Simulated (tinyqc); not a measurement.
Critical temperature from a phonon spectrum: McMillan, Allen-Dynes and the linearised Eliashberg equation: one step, computed by the program tinyqc. Command: `OMP_NUM_THREADS=1 python tinyqc.py 3007677 3007678 out.jsonl eliashberg walk`. One thread of a shared host (Intel(R) Xeon(R) Processor @ 2.30GHz), about 0.01 s of CPU time with the checks.

alpha^2 F(omega) = sum_i (lambda_i omega_i/2) delta(omega - omega_i), so that lambda = 2 int alpha^2 F/omega d omega = sum_i lambda_i.

Problem. The small kernel at the trial temperature. Linearised Eliashberg equation at omega_n = (2n + 1) pi k_B T, n = 0..N-1: lambda(j) = sum_i lambda_i omega_i^2/(omega_i^2 + (2 pi j k_B T)^2); K_mn = lambda(m - n) + lambda(m + n + 1) - 2 mu*(N) - delta_mn [2m + 1 + lambda(0) + 2 sum_(j=1..m) lambda(j)], with 1/mu*(N) = 1/mu* + ln(omega_rms/omega_N), omega_N = (2N + 1) pi k_B T. T_c is where the largest eigenvalue rho of K is zero.

Inputs (values chosen for the exercise, for a model metal):
```
quantity                                value  unit
peak energy omega_1                      18.6   meV
coupling lambda_1                       0.501     -
peak energy omega_2                      40.5   meV
coupling lambda_2                       0.731     -
peak energy omega_3                      71.6   meV
coupling lambda_3                       0.328     -
Coulomb pseudopotential mu*               0.1     -
trial temperature                        23.3     K
Matsubara points N in the small matrix      3     -
```

Peaks in alpha^2 F: three.

omega_rms = 44.24481 meV

Constants: k_B = 8.617333262e-05 eV/K.

Give: lambda(j), j = 0, 1, ...; mu*(N); K.

Solution.

lambda(j), j = 0, 1, ...: 1.560  1.328  0.995  0.744  0.565  0.438

mu*(N) = 0.09998

K:
```
       1       2       3
1  0.128   2.122   1.539
2  2.122  -5.111   1.693
3  1.539   1.693  -9.407
```
